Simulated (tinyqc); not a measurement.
## Schottky emission and Poole-Frenkel conduction in an insulator, and how to tell them apart: effect of temperature

Schottky emission (electrode-limited): J = As T^2 exp[-(pb - b sqrt(F))/Vt], b = sqrt(q/(4 pi eps0 ei)). Poole-Frenkel emission (bulk-limited): J = s0 F exp[-(pt - 2 b sqrt(F))/Vt]. F in V/cm.

Both formulas at the same field.

Parameters, values chosen for the exercise; dielectric values close to those of zirconium oxide: high-frequency relative permittivity ei = 4.4; trap depth pt = 0.71 eV; Poole-Frenkel prefactor s0 = 0.075 S/cm; electrode barrier pb = 1.03 eV; Richardson constant As = 58 A/(cm^2 K^2); field F = 2.4 MV/cm.

Constants: q = 1.602176634e-19 C, kB = 1.380649e-23 J/K, Vt = kB T/q, eps0 = 8.8541878128e-14 F/cm where lengths are in cm. Results are converted to the units shown.

Results:

| T (K) | J, Schottky (A/cm^2) | J, Poole-Frenkel (A/cm^2) | ratio |
|---|---|---|---|
| 225 | 4.7236e-11 | 80.704 | 5.8529e-13 |
| 300 | 1.3260e-6 | 554.61 | 2.3908e-9 |
| 340 | 5.1645e-5 | 1095.1 | 4.7162e-8 |
| 380 | 9.5381e-4 | 1873.6 | 5.0907e-7 |
| 420 | 0.010313 | 2894.0 | 3.5637e-6 |
| 475 | 0.14521 | 4668.7 | 3.1102e-5 |

Estimate the missing row, T = 260 K.

Computed row:

| T (K) | J, Schottky (A/cm^2) | J, Poole-Frenkel (A/cm^2) | ratio |
|---|---|---|---|
| 260 | 1.1495e-8 | 227.84 | 5.0452e-11 |

With this row back in the table: The Schottky current grows by 9.49 decades and the Poole-Frenkel current by 1.76, as their lowered barriers are 0.750 and 0.149 eV. A tunnelling current would hardly change over this range. For T = 225, 260, 300, 340, 380, 420 a Fowler-Nordheim estimate for tunnelling through pb with a mass of 0.4 m0 exceeds the Schottky current, so tunnelling, left out here, would compete.

tinyqc, about 0.01 s, one thread, Intel Xeon 2.30GHz (shared host): `OMP_NUM_THREADS=1 python tinyqc.py 2370163 2370164 out.jsonl`
